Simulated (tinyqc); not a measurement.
Undoped symmetric double-gate MOSFET, analytic potential model: transfer curve and volume inversion.

An undoped body of thickness ts between two equal insulators and tied gates; long channel, electrons only, n = ni exp((psi - V)/Vt) with V the quasi-Fermi potential (0 at the source, Vd at the drain), constant mobility, no quantisation. Across the body psi(x) = V - 2 Vt ln[(ts/(2 beta)) sqrt(q ni/(2 eps0 eps_r Vt)) cos(2 beta x/ts)], x from the centre. Q is the electron charge per area of the whole body.

ni = sqrt(Nc Nv) exp(-Eg/(2 Vt)), Eg in volts; r = eps_r tox/(eox ts); V0 = dphi + 2 Vt ln[(2/ts) sqrt(2 eps0 eps_r Vt/(q ni))]. beta (between 0 and pi/2) solves (Vg - V0 - V)/(2 Vt) = ln(beta) - ln(cos beta) + 2 r beta tan(beta). Q = 8 eps0 eps_r Vt beta tan(beta)/ts; I = mu (1/L)(4 eps0 eps_r/ts)(2 Vt)^2 [g(beta_s) - g(beta_d)] per width, g = beta tan(beta) - beta^2/2 + r beta^2 tan^2(beta), with beta_s at V = 0 and beta_d at V = Vd. The drop is psi(surface) - psi(centre) at the source end; C = dQs/dVg, Cg = 2 eps0 eox/tox; gm = dI/dVg.

Values chosen for this exercise; material values close to those of silicon: temperature T = 400 K; band gap Eg = 1.13 eV; relative permittivity of the semiconductor eps_r = 11.7; conduction-band density of states at T Nc = 4.33e19 cm^-3; valence-band density of states at T Nv = 4.02e19 cm^-3; relative permittivity of the gate insulator eox = 4.08; insulator thickness tox = 3.8 nm; body thickness ts = 6 nm; gate work function less that of the intrinsic body dphi = 0.08 V; channel mobility mu = 120 cm^2/(V s); gate length L = 0.2 um; drain voltage Vd = 0.8 V.

Constants: q = 1.602176634e-19 C, kB = 1.380649e-23 J/K, Vt = kB T/q, eps0 = 8.8541878128e-14 F/cm where lengths are in cm. Results are converted to the units shown.

Transfer curve and volume inversion:
```
Vg (V),Qs (nC/cm^2),drop (mV),C/Cg,I (uA/um),gm/I (1/V)
0.27,0.075488,0.0054651,0.0011504,0.0015622,28.993
0.38,1.7843,0.12910,0.026439,0.037450,28.587
0.49,28.034,2.0098,0.29176,0.71499,23.525
0.61,140.78,9.7097,0.64631,6.3043,13.399
0.72,290.82,19.084,0.77045,20.407,8.5507
0.83,458.66,28.539,0.82852,45.073,6.1055
0.94,635.74,37.509,0.86224,81.150,4.7004
1.06,835.38,46.582,0.88625,134.08,3.7381
1.17,1022.5,54.245,0.90189,195.34,3.1364
```

Read the table: what changes, and by how much?

The current rises from 0.00156 to 195 uA/um. In the first row gm/I is 29.0 1/V, 0.063 % below 1/Vt: with no depletion charge the whole body follows the gate, and the swing is ideal. The drop between surface and centre goes from 0.0055 to 54.2 mV and passes Vt at Vg = 0.94 V among the rows; below that the density varies across the body by less than a factor of e (volume inversion). C reaches 0.90 of Cg in the last row. For Vg = 0.94 to 1.17 V the surface density at the source passes 0.3 Nc, where Boltzmann statistics fail. At Vg = 1.17 V mu V/L, with V the smaller of Vd and Vg - V0, passes 3e6 cm/s, so velocity saturation would lower the current. In every row the body is thin enough for quantum confinement, left out here, to raise the threshold.

Numbers from tinyqc (`OMP_NUM_THREADS=1 python tinyqc.py 2440160 2440161 out.jsonl`; about 0.03 s on one thread of a shared Intel Xeon 2.30GHz).
